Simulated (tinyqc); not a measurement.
Inside a calculation: plasmons of a degenerate electron gas in the random-phase approximation. Values are carried at full precision from step to step, so a last printed digit may differ when a step is redone from the rounded ones.

Zero temperature, parabolic band: kF = (3 pi^2 n)^(1/3), EF = c kF^2/m, Ep^2 = 8 pi c e2 n/(m eb), qTF^2 = 6 pi e2 n/(eb EF), c = hbar^2/2m0, e2 = e^2/(4 pi eps0), n in 1/angstrom^3 (1e-24 per 1/cm^3).

Constants: hbar^2/2m0 = 3.80998211 eV angstrom^2; e^2/(4 pi eps0) = 14.39964547 eV angstrom; a0 (Bohr radius) = 0.5291772105 angstrom.

Parameters, chosen for this exercise (mass and background constant near those of GaN; polar phonons, which mix with the plasmon in the real crystal, and the rise of the mass with filling are left out; the results hold for these values, not for the real material):
```
symbol  value    unit        meaning
n       1.4e+20  1/cm^3      electron density
m       0.199    m0          mass
eb      5.32                 background dielectric constant
q       0.0533   1/angstrom  wave vector
E       665      meV         energy transfer
qp      0.0661   1/angstrom  wave vector of the plasmon
```

## Scales of the gas

Also rs = (3/(4 pi n))^(1/3) m/(a0 eb).

kF = 0.16064 1/angstrom
EF = 494.05 meV
Ep = 427.01 meV
qTF = 0.12024 1/angstrom
hbar vF = 6.1511 eV angstrom
rs = 0.845

Ep/EF = 0.864. With rs below 1 the random-phase approximation is within its range.

## The dielectric function at one point

Lindhard function: eps(q, E)/eb = 1 + (qTF/q)^2 (f1 + i f2) with z = q/(2 kF), u = E/(hbar vF q), hbar vF = 2 c kF/m; f1 = 1/2 + [h(z - u) + h(z + u)]/(8 z), h(x) = (1 - x^2) ln|(x + 1)/(x - 1)|; f2 = pi u/2 for z + u < 1, (pi/(8 z))(1 - (z - u)^2) for |z - u| < 1 < z + u, else 0. Pairs exist for c (q^2 - 2 q kF)/m < E < c (q^2 + 2 q kF)/m.

E in eV is E/1000. Give also the loss function Im(-eb/eps).

z, u: 0.1659  2.0284

f1, f2: -0.0963  0.0000

eps/eb = 0.510
loss function = 0.000

The point lies outside the pair continuum: eps is real, and there is loss only on the plasmon line eps = 0.

## The plasmon at one wave vector

Solve f1 (qTF/q)^2 = -1 above the continuum, and compare with E^2 = Ep^2 + (3/5)(hbar vF q)^2 + (c q^2/m)^2.

top of the continuum = 490.2 meV
plasmon energy = 552.4 meV
short formula = 537.1 meV

The plasmon lies 62.12 meV above the continuum and 29.4 % above Ep; the short formula errs by -2.75 %.

## Where Landau damping starts

Find qc at which the plasmon meets the top of the continuum, eps(qc, c (qc^2 + 2 qc kF)/m) = 0, and compare with Ep/(hbar vF).

qc = 0.08430 1/angstrom
qc/kF = 0.525
energy there = 654.6 meV
Ep/(hbar vF) = 0.06942 1/angstrom

The simple estimate is 0.823 times qc.

## Checks

- F-sum of the loss function at q = 1.3 qc over (pi/2) Ep^2 against 1: both 1.00.
- f1 at E = 0 and z = 0.6 against the static Lindhard function: both 0.86968.

Computed by tinyqc, a small Python program: `OMP_NUM_THREADS=1 python tinyqc.py 1651651 1651652 out.jsonl` (the numbers bound the seed that draws the inputs); one thread of a shared host (Intel(R) Xeon(R) Processor @ 2.30GHz), about 0.01 s for the whole set of steps.
